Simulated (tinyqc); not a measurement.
Sheet resistance and Hall data of a diffused or implanted layer. An Irvin curve: changing the peak concentration. Computed by tinyqc, a small Python program. Command: `OMP_NUM_THREADS=1 python tinyqc.py 3009644 3009645 out.jsonl layer sweep`. One thread of a shared host (Intel(R) Xeon(R) Processor @ 2.30GHz), about 0.01 s of CPU time with the checks.

Carriers are taken equal to the net active doping down to the junction (full ionisation, which deep dopants in wide-gap hosts do not reach; no spill-over, no depletion), and the Hall factor is 1.

Inputs (values chosen for the exercise, modelled on aluminium in 4H-SiC):

| quantity | value | unit |
|---|---|---|
| mu_min | 15.3 | cm^2/(V s) |
| mu_max | 126 | cm^2/(V s) |
| N_ref | 1.9e+19 | 1/cm^3 |
| exponent alpha | 0.33 | - |
| length scale l | 370 | nm |
| background doping N_B (opposite type) | 1e+14 | 1/cm^3 |

Profile: box. Activation: complete.

Constants: e = 1.602176634e-19 C.

Method:
- N(x) = N_0 down to x_j = l, dose N_0 l.
- Mobility mu = mu_min + (mu_max - mu_min)/(1 + (N_t/N_ref)^alpha), N_t = active doping + N_B; carriers n = active doping - N_B, all dopants active.
- Integrals from x_0 (0 unless stated) to x_j by the midpoint rule on 400 even intervals: 1/R_s = e int n mu dx; sheet density n_s = int n dx; Hall sheet density (int n mu dx)^2/int n mu^2 dx; Hall mobility int n mu^2 dx/int n mu dx.
- Mean conductivity 1/(R_s x_j); mean mobility 1/(e n_s R_s).

One run for each value:

| peak concentration N_0 (1/cm^3) | mean conductivity 1/(R_s x_j) (S/cm) | sheet resistance R_s (ohm) | Hall mobility (cm^2/(V s)) | junction depth x_j (nm) | sheet density n_s (1/cm^2) |
|---|---|---|---|---|---|
| 2.00e+15 | 0.037 | 7.351e+05 | 120.8 | 370 | 7.030e+10 |
| 3.70e+15 | 0.069 | 3.914e+05 | 119.7 | 370 | 1.332e+11 |
| 6.70e+15 | 0.125 | 2.157e+05 | 118.5 | 370 | 2.442e+11 |
| 1.20e+16 | 0.223 | 1.211e+05 | 117.0 | 370 | 4.403e+11 |
| 2.20e+16 | 0.404 | 6.684e+04 | 115.2 | 370 | 8.103e+11 |
| 4.10e+16 | 0.741 | 3.647e+04 | 113.1 | 370 | 1.513e+12 |
| 7.50e+16 | 1.328 | 2.036e+04 | 110.6 | 370 | 2.771e+12 |
| 1.40e+17 | 2.414 | 1.119e+04 | 107.7 | 370 | 5.176e+12 |
| 2.50e+17 | 4.188 | 6.453e+03 | 104.6 | 370 | 9.246e+12 |
| 4.60e+17 | 7.436 | 3.635e+03 | 100.9 | 370 | 1.702e+13 |

Describe the trends.

Over the rows, mean conductivity 1/(R_s x_j) (S/cm) rises from 0.0368 to 7.44 (exponent d ln y / d ln x 1.0 between the first rows and 0.94 between the last); sheet resistance R_s (ohm) falls from 735000 to 3630 (exponent d ln y / d ln x -1.0 between the first rows and -0.94 between the last); Hall mobility (cm^2/(V s)) falls from 121 to 101 (exponent d ln y / d ln x -0.014 between the first rows and -0.059 between the last).

Caution (rows 2.00e15, 3.70e15, 6.70e15, 1.20e16, 2.20e16, 4.10e16, 7.50e16): the layer is not thick against surface and junction depletion widths, which remove carriers that this model counts.

Extremes, crossings and ranges named in words are read from the listed rows.
